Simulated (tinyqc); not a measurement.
# Worked calculation: resistance of a tapered via with liner, size effect and interface

Computed by the program tinyqc: `OMP_NUM_THREADS=1 python tinyqc.py 2750209 2750210 out.jsonl`, one thread of a shared Intel Xeon 2.30GHz, about 0.01 s for the whole run. Printed values are rounded.

A round via whose diameter grows from db at the bottom as D(z) = db + 2 z/tan(ang). The fill, of diameter D - 2 tl, starts above the bottom liner (thickness fb tl) and has rho = rho0 (1 + ks lam/(D - 2 tl)); the sidewall liner conducts in parallel with it. The bottom liner and the interface are crossed over the full area pi db^2/4. Spreading in the lines above and below is left out.

Inputs (values chosen for the exercise); fill metal close to molybdenum: diameter at the bottom db = 11 nm; height hv = 20 nm; sidewall angle ang = 88 degrees; bulk resistivity of the fill rho0 = 5.19 uohm cm; mean free path of the fill lam = 11.2 nm; size-effect factor ks = 1.6; liner on the sidewall tl = 0.3 nm; liner at the bottom over that on the sidewall fb = 1; resistivity of the liner rl = 150 uohm cm; interface resistivity at the bottom ri = 1.7e-12 ohm cm^2; ballistic conductance per area, about 3/(4 rho0 lam) Sb = 1.3e15 S/m^2.

## Slices of the via

Slices between z0 = fb tl and hv, evaluated at their midpoints: conductance per length pi/4 [(D - 2 tl)^2/rho + (D^2 - (D - 2 tl)^2)/rl], slice resistance = slice height over that. 10 slices.

```
slice   z (nm)   D (nm)  rho (uohm cm)  slice resistance (ohm)
0        1.285  11.0897        14.0563                 3.16923
1        3.255  11.2273        13.9415                 3.06320
2        5.225  11.3649        13.8296                 2.96211
3        7.195  11.5025        13.7206                 2.86567
4        9.165  11.6401        13.6143                 2.77362
5      11.1350  11.7777        13.5106                 2.68569
6      13.1050  11.9153        13.4094                 2.60165
7      15.0750  12.0529        13.3107                 2.52130
8      17.0450  12.1904        13.2143                 2.44441
9      19.0150  12.3280        13.1201                 2.37080
```

## Total resistance

R_fill = sum of the slices; R_bottom = rl fb tl/(pi db^2/4); R_interface = ri/(pi db^2/4); ballistic (Sharvin) limit 1/(Sb pi (db - 2 tl)^2/4); ideal cylinder rho0 hv/(pi db^2/4).

parts (ohm): fill 27.4577, bottom liner 4.73519, interface 1.78885
R = 33.9817 ohm
shares (%): fill 80.8013, bottom liner 13.9345, interface 5.2642
ballistic limit = 9.05524 ohm
ideal cylinder = 10.9225 ohm

The fill is the largest part, and R is 3.11 times the ideal cylinder. With 2000 slices R = 33.983 ohm.
